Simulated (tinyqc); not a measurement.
Surface orientation: inversion layer as a triangular well, valleys of the Ge type.

Four ellipsoidal valleys (eight halves) with their long axes along <111>, mass ml along the axis and mt across it. For a valley whose axis makes the angle theta with the surface normal, 1/m_z = cos^2(theta)/ml + sin^2(theta)/mt sets the confinement; in the plane the masses are m_1 = mt and m_2 = ml mt/m_z, and m_d = sqrt(m_1 m_2). The Gamma and Delta valleys are left out; the heavy Delta valleys, about 0.18 eV up, can lie lowest under strong confinement.

The field is taken as constant, e F = 4 pi (e^2/4 pi eps0)(Nd + eta Ns)/eps, with 1e12/cm^2 = 1e-4/angstrom^2, and the oxide as a hard wall at z = 0; c = hbar^2/2m0.

Level j of a valley lies at E_j = a_j (c (e F)^2/m_z)^(1/3) above the band edge at the surface, with the Airy zeros a_j = 2.338107, 4.087949, 5.520560, 6.786708, 7.944134, 9.022651, 10.040174, 11.008524, 11.936016, 12.828777, and has <z> = 2 E_j/(3 e F).

Subband i holds n_i = g m_d/(2 pi c) kB T ln(1 + exp((EF - E_i)/kB T)) (spin included), and EF is fixed by sum n_i = Ns over the levels listed or, where none are listed, over j = 0 to 9 of each group; 1e12/cm^2 = 1e-4/angstrom^2.

Constants: hbar^2/2m0 = 3.80998211 eV angstrom^2; e^2/(4 pi eps0) = 14.39964547 eV angstrom; kB = 8.617333262e-05 eV/K.

Parameters, chosen for this exercise (near those of Ge; not measured data):
- ml = 1.56 m0 (longitudinal mass)
- mt = 0.081 m0 (transverse mass)
- eps = 15.9 (dielectric constant)
- Nd = 0.72 x 1e12/cm^2 (depletion charge)
- eta = 0.5 (share of Ns in the effective field)
- Ns = 1.8 x 1e12/cm^2 (electron sheet density)
- T = 300 K (temperature)

The same densities on four faces. m_c is the conductivity mass averaged over directions in the plane: 1/m_c = sum n_i (1/m_1 + 1/m_2)/2 / Ns.

Results:
```
face   valleys of lowest  lowest E (eV)  EF (eV)  share of lowest (%)  <z> (angstrom)  m_c (m0)
(100)                  4         0.1118   0.0619                 95.7            41.8     0.151
(110)                  2         0.0909   0.0582                 64.3            38.7     0.145
(111)                  1         0.0473   0.0524                 38.7            32.5     0.100
(211)                  1         0.0685   0.0565                 41.3            36.6     0.135
```

What can be read from this table?

The lowest level is deepest on (111), where a valley axis lies closest to the normal, and the lightest conductivity mass is on (111) (0.100 m0, against 0.151 m0 on (100)). EF, counted from the band edge at the surface, is lowest on (111) and spans 10 meV.

tinyqc: `OMP_NUM_THREADS=1 python tinyqc.py 1280744 1280745 out.jsonl`; about 0.04 s, one thread, shared Intel(R) Xeon(R) Processor @ 2.30GHz.
